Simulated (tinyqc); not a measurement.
Undoped gate-all-around wire MOSFET, analytic charge model: two steps of the calculation.

An undoped round wire of radius R under an insulator shell and a surrounding gate; long channel, electrons only, n = ni exp((psi - V)/Vt) with V the quasi-Fermi potential (0 at the source, Vd at the drain), constant mobility, no quantisation. The radial Poisson equation gives n(r) = n(0)/(1 - (1 - b) r^2/R^2)^2 with b = Q0/(Q + Q0). Q is the electron charge per area of the wire surface.

Inputs (values chosen for the exercise); material values close to those of silicon: temperature T = 350 K; band gap Eg = 1.11 eV; relative permittivity of the semiconductor eps_r = 11.8; conduction-band density of states at T Nc = 3.5e19 cm^-3; valence-band density of states at T Nv = 3.35e19 cm^-3; relative permittivity of the gate insulator eox = 7.62; insulator thickness tox = 3.9 nm; wire radius R = 15 nm; gate work function less that of the intrinsic body dphi = 0.07 V; gate voltage Vg = 0.99 V.

Constants: q = 1.602176634e-19 C, kB = 1.380649e-23 J/K, Vt = kB T/q, eps0 = 8.8541878128e-14 F/cm where lengths are in cm. Results are converted to the units shown.

Problem 1. Constants of the wire. ni = sqrt(Nc Nv) exp(-Eg/(2 Vt)), Eg in volts; Cox = eps0 eox/(R ln(1 + tox/R)); Q0 = 4 eps0 eps_r Vt/R; V0 = dphi + Vt ln[8 eps0 eps_r Vt/(q ni R^2)].

Wanted: ni; Cox; Q0; V0.

Solution 1.

ni = 3.491e11 cm^-3
Cox = 1.946 uF/cm^2
Q0 = 84.03 nC/cm^2
V0 = 0.5076 V

Problem 2. Charge at the source by Newton steps. With V = 0: f = Q/Cox + Vt ln(Q/Q0) + Vt ln(1 + Q/Q0) - (Vg - V0); f' = 1/Cox + Vt/Q + Vt/(Q + Q0); Q(new) = Q - f/f'.

Q at the start = 8.4 nC/cm^2
Cox = 1.9462135 uF/cm^2
Q0 = 84.031169 nC/cm^2
V0 = 0.50764152 V

Find: f; f'; Q after iteration 1.

Solution 2.

f = -0.5446 V
f' = 0.004431 V cm^2/nC
Q after iteration 1 = 131.3 nC/cm^2

tinyqc, about 0.03 s, one thread, Intel Xeon 2.30GHz (shared host): `OMP_NUM_THREADS=1 python tinyqc.py 2460173 2460174 out.jsonl`
